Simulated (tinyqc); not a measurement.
Square on-chip spiral inductor, lumped pi model: one step of the calculation.

Outer diameter do = di + 2 n wd + 2 (n - 1) sp, mean da = (do + di)/2, fill p = (do - di)/(do + di), length l = 4 n da. L = 2.34 mu0 n^2 da/(1 + 2.75 p), mu0 = 4 pi 1e-7 H/m. Rs = rho l/(wd delta (1 - exp(-th/delta))), delta = sqrt(rho/(pi f mu0)). Cs = n wd^2 eps0 eo/hu across the coil. At each end Cox = l wd eps0 eo/(2 ho) leads to the substrate branch Rsi = 2 rs he/(l wd) in parallel with Csi = l wd eps0 11.7/(2 he). With one end grounded Y = 1/(Rs + i w L) + i w Cs + 1/[1/(i w Cox) + 1/(1/Rsi + i w Csi)], w = 2 pi f; Q = -Im Y/Re Y. Eddy currents in neighbouring turns and in the substrate are left out.

Problem. Admittance, quality factor and apparent inductance. Series branch 1/(Rs + i w L), substrate branch, total Y, Q = -Im Y/Re Y, apparent inductance Im(1/Y)/w, metal-only value w L/Rs, share of the loss in the substrate Re(substrate branch)/Re Y.

Inputs (values chosen for the exercise): frequency f = 4.6 GHz.

L = 0.90559022 nH
Rs = 4.4123431 ohm
Cs = 1.3812533 fF
Cox = 6.5654968 fF
Rsi = 3.4602076e5 ohm
Csi = 2.9938665 fF

Give: series branch; substrate branch; Y; Q; apparent inductance; w L/Rs; share of the loss in the substrate.

Solution.

series branch = 6.263-37.150i mS
substrate branch = 0.001363+0.059445i mS
Y = 6.264-37.051i mS
Q = 5.9148
apparent inductance = 0.90787 nH
w L/Rs = 5.9320
share of the loss in the substrate = 0.021761 %

Q is 99.7 % of the metal-only value.

Computed by the program tinyqc: `OMP_NUM_THREADS=1 python tinyqc.py 2302214 2302215 out.jsonl`, one thread of a shared Intel Xeon 2.30GHz, about 0.01 s for the whole run.
